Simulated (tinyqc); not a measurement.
Worked calculation: implant damage, amorphisation by cascade overlap, and solid-phase epitaxial regrowth. Computed by tinyqc, a small Python program that keeps every step. Command: `OMP_NUM_THREADS=1 python tinyqc.py 3111469 3111470 out.jsonl sper walk`. One thread of a shared host (Intel(R) Xeon(R) Processor @ 2.30GHz), about 0.01 s of CPU time with the checks. Intermediate numbers are printed to about 6 digits and carried at full precision; extremes and crossings named in words are read from the listed rows.

Range and width of the damage are inputs. Dynamic annealing enters only through the surviving share f.

Inputs (values chosen for the exercise, modelled on fluorine ions in germanium):
```
quantity                            value    unit
atomic density N                     44.2  1/nm^3
ion Z1                                  9       -
ion mass M1                            19       u
target Z2                              32       -
target mass M2                      72.63       u
ion energy E                           26     keV
displacement energy E_d                15      eV
depth of the damage peak R_d           25      nm
width of the damage profile s_d        15      nm
share of defects that survive f      0.79       -
critical displaced share x_c         0.11       -
dose Q                            1.1e+15  1/cm^2
overlaps needed n                       3       -
area amorphised by one track A_i      1.7    nm^2
regrowth prefactor v0             2.8e+16    nm/s
regrowth energy E_a                  2.15      eV
anneal temperature                    453       C
rate relative to (100)               0.33       -
peak enhancement by the dopant        2.6       -
ramp rate                              12     K/s
```

Constants: a_0 = 0.529177210903 angstrom; e^2/(4 pi eps_0) = 14.39964548 eV angstrom; k_B = 8.617333262e-05 eV/K.

## Damage energy and displacements per ion

Robinson partition: eps = E a M2/(Z1 Z2 (e^2/(4 pi eps_0)) (M1 + M2)), a = 0.8853 a_0/sqrt(Z1^(2/3) + Z2^(2/3)); k = 0.0793 Z1^(2/3) Z2^(1/2) (M1 + M2)^(3/2)/((Z1^(2/3) + Z2^(2/3))^(3/4) M1^(3/2) M2^(1/2)); damage energy T_d = E/(1 + k (eps + 0.40244 eps^(3/4) + 3.4008 eps^(1/6))); displacements nu = 0.8 T_d/(2 E_d).

reduced energy eps = 0.613374

k = 0.326188

damage energy T_d = 11.2380 keV

T_d/E = 0.432232

displacements per ion nu = 299.681

57 % of the energy goes to electrons.

## The amorphous layer

Displaced share x(z) = f nu Q exp(-(z - R_d)^2/(2 s_d^2))/(sqrt(2 pi) s_d N); the layer is amorphous where x > x_c, between R_d -/+ s_d sqrt(2 ln(x_max/x_c)), the upper edge being cut at the surface. Threshold dose Q_c = Q x_c/x_max.

peak displaced share x_max = 1.56702

threshold dose Q_c = 7.72165e+13 1/cm^2

upper edge = 0 nm

lower edge = 59.5746 nm

The layer reaches the surface. Caution: x above 1 counts atoms displaced more than once.

## Damage left below the interface

Displaced atoms per area beyond the lower edge z2: f nu Q (1/2) erfc((z2 - R_d)/(sqrt2 s_d)); they are not removed by regrowth.

share of the damage beyond z2 = 0.0105840

displaced atoms beyond z2 = 2.75632e+15 1/cm^2

## Layer against dose

The formulas are those given above.

Dose series; the last column is f nu Q erfc((z2 - R_d)/(sqrt2 s_d))/2:
```
Q (1/cm^2)    x_max  upper edge (nm)  lower edge (nm)  displaced atoms beyond z2 (1/cm^2)
8.49e+13    0.12095      1.84665e+01          31.5335                         6.66461e+15
1.16e+14    0.16525      1.14671e+01          38.5329                         5.03878e+15
1.93e+14    0.27494      4.69644e+00          45.3036                         4.01803e+15
3.09e+14    0.44019      1.94599e-02          49.9805                         3.50556e+15
5.41e+14    0.77069                0          54.5984                         3.10404e+15
9.27e+14    1.32057                0          58.4425                         2.82896e+15
1.93e+15    2.74941                0          63.0578                         2.55299e+15
3.86e+15    5.49882                0          66.9561                         2.35626e+15
```

A dose 45 times larger moves the lower edge from 31.5 to 67.0 nm, as the root of a logarithm, and the damage beyond it falls by a factor 2.8, since the edge lies on an ever steeper tail. The layer reaches the surface at Q_c exp(R_d^2/(2 s_d^2)) = 3.10e14 per cm^2.

## Overlap model

Gibbons model: a point turns amorphous after n + 1 hits; with y = A_i Q the amorphous share is 1 - exp(-y) sum_(k=0..n) y^k/k!. Doses are set by y.

Amorphous share:
```
y     Q (1/cm^2)  direct impact (n = 0)      given n
0.1  5.88235e+12               0.095163  3.84683e-06
0.3  1.76471e+13               0.259182  2.65811e-04
0.6  3.52941e+13               0.451188  3.35807e-03
1.0  5.88235e+13               0.632121  1.89882e-02
2.0  1.17647e+14               0.864665  1.42877e-01
3.0  1.76471e+14               0.950213  3.52768e-01
5.0  2.94118e+14               0.993262  7.34974e-01
8.0  4.70588e+14               0.999665  9.57620e-01
```

At small y the share grows as y^4; between the first rows the exponent is 3.86.

## Isothermal regrowth

v = v0 x orientation factor x exp(-E_a/(k_B T)) x [1 + (enhancement - 1) exp(-(z - R_d)^2/(2 s_d^2))], T = anneal temperature + 273.15 K; the dopant is taken to follow the damage profile; the lower front moves from the lower edge z2 to the surface, or to the middle (z1 + z2)/2 of a buried layer with upper edge z1; time = int dz/v; the equivalent undoped distance is that time times the undoped velocity.

undoped velocity = 11.0609 nm/s

distance to regrow = 59.5746 nm

time without enhancement = 5.38603 s

equivalent undoped distance = 32.6667 nm

time with enhancement = 2.95334 s

The rate doubles for each 15 K or so near this temperature.

## Regrowth during a ramp

On a linear ramp from 200 C regrowth ends at the T_f where int v_undoped dT/(ramp rate) equals the equivalent undoped distance.

temperature at which regrowth ends = 464.620 C

Checks made by the program: tail against quadrature of x(z) N (relative difference below 1e-10).
